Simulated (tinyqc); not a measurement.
Size effects in the resistivity of thin metal films and interconnect lines: one step, computed by the program tinyqc.

Electrons lose their drift at surfaces (a share 1 - p of the hits) and at grain boundaries (reflection R), besides bulk scattering. The line sits in a trench with a non-conducting liner on both walls and the bottom; the spacing equals the drawn width.

Problem. Metal cross-section. Metal width w_m = w - 2t, height h_m = (aspect ratio) w - t, grain size D = (ratio) w_m.

Inputs (values chosen for the exercise, modelled on copper): drawn line width w = 93 nm; grain size over metal width = 0.53; aspect ratio (height over width) = 2.2; liner thickness t = 2.8 nm.

Geometry: line.

Give: metal width w_m; metal height h_m; grain size D; share of the trench filled by metal.

Solution.

metal width w_m = 87.4 nm

metal height h_m = 201.8 nm

grain size D = 46.322 nm

share of the trench filled by metal = 92.692 %
